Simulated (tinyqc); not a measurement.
Plane-wave Kohn-Sham cycle with exchange-only LDA in a layered model solid, step by step. One step of it, computed by the program tinyqc.

Problem. Iteration 2: potential. V_H(G) = 4 pi rho(G)/G^2 for G != 0 (uniform background); v_x = -(3 rho/pi)^(1/3); V = V_ext + V_H + v_x; Fourier components f(G_m) = (1/N) sum_j f(x_j) exp(-i G_m x_j).

A solid whose potential varies along x alone (atomic units):
```
parameter                      value
period a                   17.100000
cross-section of the cell  35.000000
electrons per cell                 2
grid points                       16
plane waves -n..n, n               3
k points                           2
V1 in V1 cos(2 pi x/a)     -0.520000
V2 in V2 cos(4 pi x/a)     -0.110000
```

density after iteration 1 (e/bohr^3): 0.00629490  0.00460589  0.00233083  0.00219544  0.00289973  0.00323185  0.00331866  0.00333356  0.00334016  0.00333356  0.00331866  0.00323185  0.00289973  0.00219544  0.00233083  0.00460589

Give: Potentials on the grid; V(G_m), m = 0, 1, 2, ....

Solution.

Potentials on the grid (hartree):
```
x          V_ext      V_H      v_x        V
0.0000   -0.6300   0.0709  -0.1818  -0.7409
1.0688   -0.5582   0.0519  -0.1638  -0.6701
2.1375   -0.3677   0.0155  -0.1306  -0.4827
3.2062   -0.1212  -0.0093  -0.1280  -0.2585
4.2750    0.1100  -0.0186  -0.1404  -0.0490
5.3438    0.2768  -0.0210  -0.1456   0.1102
6.4125    0.3677  -0.0215  -0.1469   0.1993
7.4813    0.4026  -0.0217  -0.1471   0.2339
8.5500    0.4100  -0.0217  -0.1472   0.2411
9.6188    0.4026  -0.0217  -0.1471   0.2339
10.6875   0.3677  -0.0215  -0.1469   0.1993
11.7562   0.2768  -0.0210  -0.1456   0.1102
12.8250   0.1100  -0.0186  -0.1404  -0.0490
13.8938  -0.1212  -0.0093  -0.1280  -0.2585
14.9625  -0.3677   0.0155  -0.1306  -0.4827
16.0312  -0.5582   0.0519  -0.1638  -0.6701
```

V(G_m), m = 0, 1, 2, ... (hartree): -0.1459  -0.2437  -0.0506  -0.0018  -0.0019  -0.0004  0.0003
